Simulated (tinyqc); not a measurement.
Surface photovoltage measurement of the minority-carrier diffusion length in a wafer. Changing the wavelength. Computed by tinyqc, a small Python program. Command: `OMP_NUM_THREADS=1 python tinyqc.py 3130565 3130566 out.jsonl spv sweep`. One thread of a shared host (Intel(R) Xeon(R) Processor @ 2.30GHz), about 0.01 s of CPU time with the checks.

Low injection, steady light, a depletion layer much thinner than 1/alpha and L. The excess density dn is taken at the front edge of the neutral region; light that reaches the back is lost.

Inputs (values chosen for the exercise, modelled on p-type silicon at room temperature):
```
quantity                                             value        unit
diffusion length L                                      55  micrometre
wafer thickness W                                      725  micrometre
diffusivity D                                         33.5      cm^2/s
front recombination velocity S_f                       210        cm/s
back recombination velocity S_b                        110        cm/s
photon flux entering                               1.3e+11  1/(cm^2 s)
minority density at the surface barrier scale n_0  1.1e+08      1/cm^3
temperature T                                          298           K
```

Constants: k_B = 8.617333262e-05 eV/K.

Method:
- alpha = (84.732/lambda - 76.417)^2 per cm with lambda in micrometre (an empirical fit for silicon between 0.7 and 1.05 micrometre).
- Thick wafer: dn = Phi L/((S_f + D/L)(L + 1/alpha)). Finite wafer, with s = S_b L/D, w = W/L, a = alpha L: dn = [Phi a/(a^2 - 1)] [a - B - exp(-alpha W)(a - s)/(cosh w + s sinh w)]/(S_f + B D/L), B = (sinh w + s cosh w)/(cosh w + s sinh w).
- Photovoltage V = (k_B T/e) ln(1 + dn/n_0). Lifetime = L^2/D.

One run for each value:
```
wavelength (nm)  dn, finite wafer (1/cm^3)  penetration depth 1/alpha (micrometre)  dn, thick wafer (1/cm^3)
780                              1.756e+07                                     9.6                 1.756e+07
811                              1.676e+07                                    12.7                 1.676e+07
842                              1.575e+07                                    17.1                 1.575e+07
874                              1.441e+07                                    23.7                 1.441e+07
905                              1.278e+07                                    33.8                 1.278e+07
936                              1.078e+07                                    50.2                 1.078e+07
968                              8.348e+06                                    80.9                 8.348e+06
999                              5.768e+06                                   141.7                 5.768e+06
1030                             3.266e+06                                   292.5                 3.266e+06
```

Describe the trends.

Over the rows, dn, finite wafer (1/cm^3) falls from 1.76e7 to 3.27e6 (exponent d ln y / d ln x -1.2 between the first rows and -19 between the last); penetration depth 1/alpha (micrometre) rises from 9.64 to 292 (exponent d ln y / d ln x 7.1 between the first rows and 24 between the last); dn, thick wafer (1/cm^3) falls from 1.76e7 to 3.27e6 (exponent d ln y / d ln x -1.2 between the first rows and -19 between the last).
